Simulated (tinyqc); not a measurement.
Inside a calculation. Method: plane-wave Kohn-Sham cycle with exchange-only LDA in a layered model solid. One step of it, computed by the program tinyqc.

Question. Iteration 2: potential. V_H(G) = 4 pi rho(G)/G^2 for G != 0 (uniform background); v_x = -(3 rho/pi)^(1/3); V = V_ext + V_H + v_x; Fourier components f(G_m) = (1/N) sum_j f(x_j) exp(-i G_m x_j).

A solid whose potential varies along x alone (atomic units):
```
parameter                      value
period a                    9.200000
cross-section of the cell  12.000000
electrons per cell                 2
grid points                       16
plane waves -n..n, n               3
k points                           4
V1 in V1 cos(2 pi x/a)     -0.770000
V2 in V2 cos(4 pi x/a)     -0.220000
```

density after iteration 1 (e/bohr^3): 0.02425357  0.02257967  0.01937316  0.01723449  0.01649662  0.01634357  0.01631498  0.01630604  0.01630444  0.01630604  0.01631498  0.01634357  0.01649662  0.01723449  0.01937316  0.02257967

Give: Potentials on the grid; V(G_m), m = 0, 1, 2, ....

Answer.

Potentials on the grid (hartree):
```
x         V_ext      V_H      v_x        V
0.0000  -0.9900   0.0984  -0.2850  -1.1766
0.5750  -0.8670   0.0863  -0.2783  -1.0590
1.1500  -0.5445   0.0562  -0.2645  -0.7528
1.7250  -0.1391   0.0204  -0.2544  -0.3731
2.3000   0.2200  -0.0122  -0.2507  -0.0429
2.8750   0.4502  -0.0383  -0.2499   0.1620
3.4500   0.5445  -0.0571  -0.2498   0.2376
4.0250   0.5558  -0.0684  -0.2497   0.2378
4.6000   0.5500  -0.0721  -0.2497   0.2282
5.1750   0.5558  -0.0684  -0.2497   0.2378
5.7500   0.5445  -0.0571  -0.2498   0.2376
6.3250   0.4502  -0.0383  -0.2499   0.1620
6.9000   0.2200  -0.0122  -0.2507  -0.0429
7.4750  -0.1391   0.0204  -0.2544  -0.3731
8.0500  -0.5445   0.0562  -0.2645  -0.7528
8.6250  -0.8670   0.0863  -0.2783  -1.0590
```

V(G_m), m = 0, 1, 2, ... (hartree): -0.2581  -0.3507  -0.1078  -0.0005  -0.0002  0.0000  0.0000
